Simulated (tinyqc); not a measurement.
# Band bending at a free surface with a continuum of surface states, surface photovoltage and Kelvin probe: what changes with what

n-type bulk, xi = Ec - EF = Vt ln(Nc/Nd), p0 = ni^2/Nd, ni = sqrt(Nc Nv) exp(-Eg/(2 Vt)), Eg in volts. b is the upward band bending, u = b/Vt. Space charge per area, in units of q: Qc = sign(b) sqrt((2 eps0 eps_r Vt/q) [(Nd + dn)(exp(-u) - 1) + Nd u + (p0 + dn)(exp(u) - 1)]), with dn the excess density under light (flat quasi-Fermi levels; 0 in the dark). The states hold -Ds (E0 - xi - b): negative while the Fermi level lies above the neutrality level. Neutrality: Qc + Qf + (charge of the states) = 0.

Values chosen for this exercise; band and dielectric values close to those of silicon: temperature T = 350 K; band gap Eg = 1.11 eV; relative permittivity eps_r = 11.7; conduction-band density of states at T Nc = 3.58e19 cm^-3; valence-band density of states at T Nv = 3.31e19 cm^-3; electron affinity chi = 4.04 eV; donor density Nd = 1.6e15 cm^-3; fixed positive charge at the surface Qf = 0 cm^-2; work function of the probe tip pt = 4.97 eV; density of surface states Ds = 2.9e12 cm^-2 eV^-1; depth of their neutrality level below the conduction edge E0 = 0.46 eV.

Constants: q = 1.602176634e-19 C, kB = 1.380649e-23 J/K, Vt = kB T/q, eps0 = 8.8541878128e-14 F/cm where lengths are in cm. Results are converted to the units shown.

Each table varies one quantity; the others keep the values above.

## Photovoltage against injection

Under chopped light the surface charge keeps its dark value, so b falls to bL with Qc(bL, dn) = Qc(b, 0); the photovoltage is b - bL.

Photovoltage against injection:
```
dn (cm^-3)   bL (V)  photovoltage (mV)  share of b removed (%)
2e6          0.1414           4.053e-6                2.867e-6
2.5e7        0.1414           5.067e-5                3.584e-5
3.2e8        0.1414           6.485e-4                4.588e-4
4e9          0.1414           0.008104                0.005733
5e10         0.1413             0.1010                 0.07144
6.3e11       0.1401              1.225                  0.8668
8e12         0.1302              11.14                   7.878
1e14        0.09705              44.31                   31.35
1.3e15      0.05033              91.03                   64.40
1.6e16      0.01772              123.6                   87.46
```

What does the comparison show?

The photovoltage rises from 4.05e-6 to 124 mV, towards the full b = 141 mV. Its steepest rise is 41.9 mV a decade (Vt ln 10 = 69.4 mV), and it reaches 87.5 % of b in the last row: even strong light does not flatten the bands fully, so a saturation reading understates b. For dn = 1.6e16 the injection is high, and a Dember voltage, left out here, adds to the signal.

## Pinning by the surface states

Same model as above.

b solves the neutrality condition in the dark.

Pinning by the surface states:
```
Ds (cm^-2 eV^-1)     b (V)  xi + b (eV)  Qc (cm^-2)
2.4e10            0.006428       0.3085     3.636e9
6.7e10             0.01761       0.3197     9.401e9
1.8e11             0.04353       0.3456    2.059e10
5.1e11             0.08874       0.3908    3.528e10
1.4e12              0.1260       0.4281    4.464e10
3.9e12              0.1454       0.4475    4.888e10
1.1e13              0.1533       0.4554    5.052e10
2.9e13              0.1562       0.4582    5.109e10
8.1e13              0.1573       0.4594    5.132e10
```

What does the table show?

b rises from 0.00643 to 0.157 V. The Fermi level moves towards E0 = 0.46 eV and is within 0.634 meV of it in the last row; it is half-way there at the Ds that solves Ds b = Qc(b) + Qf with b = (E0 - xi)/2, 4.11e11 cm^-2 eV^-1.

## Kelvin-probe contrast of the doping

Same model as above.

Work function chi + xi + b; contact potential difference CPD = (work function of the sample) - pt.

Result of one run:
```
Nd (cm^-3)  xi (eV)   b (V)  CPD (mV)
3.3e15       0.2802  0.1546    -495.1
```

What becomes of these results when the donor density Nd is changed from 3.3e15 to 7.7e17 cm^-3, all else the same?

Result of the changed run:
```
Nd (cm^-3)  xi (eV)    b (V)  CPD (mV)
7.7e17       0.1158  0.08508    -729.1
```

The whole series:
```
Nd (cm^-3)  xi (eV)    b (V)  CPD (mV)
2.1e14       0.3633  0.09215    -474.5
8.3e14       0.3219   0.1270    -481.1
3.3e15       0.2802   0.1546    -495.1
1.3e16       0.2389   0.1685    -522.6
5e16         0.1983   0.1613    -570.5
2e17         0.1565   0.1289    -644.6
7.7e17       0.1158  0.08508    -729.1
3e18        0.07478  0.04871    -806.5
```

xi falls by 289 mV over the table and the CPD by 332 mV; b goes from 0.0921 through a maximum of 0.168 (at Nd = 1.3e16 cm^-3 among the rows listed) to 0.0487 V. Between the first two rows the CPD follows 16.0 % of the change of xi, and between the last two 189 %. It is below 100 % where b rises with the doping (pinning hides it). It exceeds 100 % where b falls as the doping rises.

Computed by the program tinyqc: `OMP_NUM_THREADS=1 python tinyqc.py 2430135 2430136 out.jsonl`, one thread of a shared Intel Xeon 2.30GHz, about 0.01 s for the whole run.
